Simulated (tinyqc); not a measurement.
Isochronal anneals: hydrogen passivation and dissociation of interface defects with a spread of activation energies. Computed by tinyqc, a small Python program. Command: `OMP_NUM_THREADS=1 python tinyqc.py 3031293 3031294 out.jsonl passivation walk`. One thread of a shared host (Intel(R) Xeon(R) Processor @ 2.30GHz), about 0.01 s of CPU time with the checks.

Active defects P react as P + H2 -> HP + H and HP -> P + H; released atomic hydrogen is removed. All defects start active. Activation energies are normally distributed, independently for the two reactions.

Inputs (values chosen for the exercise, for a model interface):

| quantity | value | unit |
|---|---|---|
| mean passivation energy E_f | 1.65 | eV |
| spread s_f | 0.12 | eV |
| prefactor k_f0 | 1.2e-08 | cm^3/s |
| mean dissociation energy E_d | 2.65 | eV |
| spread s_d | 0.12 | eV |
| prefactor k_d0 | 1.2e+13 | 1/s |
| dissolved hydrogen [H2] | 2.1e+18 | cm^-3 |
| anneal time t | 3000 | s |

Ambient: hydrogen.

Constants: k_B = 8.617333262e-05 eV/K.

Method. a = k_f0 [H2] exp(-E_f/k_B T), b = k_d0 exp(-E_d/k_B T); the active share of one kind of site is b/(a + b) + (a/(a + b)) exp(-(a + b) t). Full average: z from -5 to 5 in steps of 0.125 with normalised weights exp(-z^2/2), energy = mean + spread x z, over both energies.

Same time, other temperatures:

| T (K) | a (1/s) | b (1/s) | active share, single energy | active share, spread |
|---|---|---|---|---|
| 450 | 8.3601e-09 | 2.5147e-17 | 9.9997e-01 | 9.9801e-01 |
| 525 | 3.6484e-06 | 4.3682e-13 | 9.8911e-01 | 9.0853e-01 |
| 600 | 3.4835e-04 | 6.6094e-10 | 3.5168e-01 | 4.1343e-01 |
| 675 | 1.2077e-02 | 1.9651e-07 | 1.6272e-05 | 3.8820e-02 |
| 750 | 2.0601e-01 | 1.8705e-05 | 9.0790e-05 | 2.5789e-03 |
| 825 | 2.0982e+00 | 7.7768e-04 | 3.7051e-04 | 4.9407e-03 |
| 900 | 1.4515e+01 | 1.7371e-02 | 1.1954e-03 | 9.9184e-03 |
| 975 | 7.4567e+01 | 2.4061e-01 | 3.2165e-03 | 1.8200e-02 |
| 1050 | 3.0321e+02 | 2.2895e+00 | 7.4942e-03 | 3.0895e-02 |
| 1125 | 1.0226e+03 | 1.6133e+01 | 1.5530e-02 | 4.9015e-02 |

What does the comparison show, and why?

The active share is lowest, 0.00258, at 750 K of those listed: below, passivation is too slow for this time, and above, dissociation competes. A single energy would promise 1.63e-5 (at 675 K), so among these rows the spread raises the floor by a factor 160.

Extremes, crossings and ranges named in words are read from the listed rows.
